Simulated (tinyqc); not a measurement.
Inside a calculation: Gamma, L and X subbands of a thin body with non-parabolic valleys. Values are carried at full precision from step to step, so a last printed digit may differ when a step is redone from the rounded ones.

Hard walls, flat band, c = hbar^2/2m0, energies from the bulk Gamma edge. For a valley at angle theta to the normal 1/m_z = cos^2/ml + sin^2/mt and m_d = sqrt(ml mt^2/m_z). Subband n starts at E_v + e with e (1 + a e) = c (n pi/t)^2/m_z, and its density-of-states mass is taken as m_d (1 + 2 a e), without further growth at higher in-plane energy. Groups are named by valley and degeneracy.

Constants: hbar^2/2m0 = 3.80998211 eV angstrom^2; kB = 8.617333262e-05 eV/K.

Parameters, chosen for this exercise (near those of a thin GaSb channel; shifted at random, so the results belong to these values and not to a real crystal): face = 100 (surface); mG = 0.0384 m0 (Gamma mass); aG = 1.15 1/eV (Gamma non-parabolicity); EL = 0.084 eV (L edge above Gamma); mL = (1.273, 0.104) m0 (L valleys (four, along <111>): ml, mt); EX = 0.328 eV (X edge above Gamma); mX = (1.544, 0.228) m0 (X valleys (three, along <100>): ml, mt); aS = 0.41 1/eV (non-parabolicity of L and X); t = 26 angstrom (body thickness); Ns = 2.5 x 1e12/cm^2 (sheet density); T = 300 K (temperature); eot = 8 angstrom (equivalent oxide thickness).

## Valley groups

List degeneracy, edge, m_z, m_d and a.

Groups:
```
group  g  E_v (eV)     m_z     m_d  a (1/eV)
G1     1     0.000  0.0384  0.0384      1.15
L4     4     0.084  0.1499  0.3031      0.41
X1     1     0.328  1.5440  0.2280      0.41
X2     2     0.328  0.2280  0.5933      0.41
```

## Subband edges

n = 1 to 8 for each group; list the ten lowest.

Subbands:
```
subband  g  E (eV)  DOS mass
X1 n=1   1  0.3635    0.2346
L4 n=1   4  0.4112    0.3844
X1 n=2   1  0.4645    0.2535
X2 n=1   2  0.5515    0.7021
X1 n=3   1  0.6178    0.2822
G1 n=1   1  0.7688    0.1063
X1 n=4   1  0.8094    0.3180
X1 n=5   1  1.0279    0.3588
X2 n=2   2  1.0751    0.9568
L4 n=2   4  1.1246    0.5617
```

The lowest subband is X1 n=1, 48 meV below L4 n=1; in the bulk the lowest valley is Gamma.

## Filling and quantum capacitance

n_i = g m/(2 pi c) kB T ln(1 + exp((EF - E_i)/kB T)), sum n_i = Ns (1e12/cm^2 = 1e-4/angstrom^2), c = hbar^2/2m0. Quantum capacitance Cq = 1602.176634 sum g m/(2 pi c) f_i in microfarad/cm^2 with f_i = 1/(1 + exp((E_i - EF)/kB T)); Cox = 34.5313/eot (one gate); C/Cox = Cq/(Cq + Cox), the centroid term left out.

Over the ten listed subbands, named by valley (G, L, X), degeneracy and number.

EF = 0.3477 eV

n_i in the order of the list (1e12/cm^2): [1.099, 1.365, 0.030, 0.006, 0.000, 0.000, 0.000, 0.000, 0.000, 0.000]

Cq = 13.87 microfarad/cm^2
Cox = 4.316 microfarad/cm^2
C/Cox = 0.763

EF lies 16 meV below the lowest edge; Gamma holds 0 % of the electrons. The low density of states costs 24 % of the gate capacitance.

## Checks

- Cq against the slope dNs/dEF by finite differences, microfarad/cm^2: both 13.87.

Computed by tinyqc, a small Python program: `OMP_NUM_THREADS=1 python tinyqc.py 1282324 1282325 out.jsonl` (the numbers bound the seed that draws the inputs); one thread of a shared host (Intel(R) Xeon(R) Processor @ 2.30GHz), about 0.03 s for the whole set of steps.
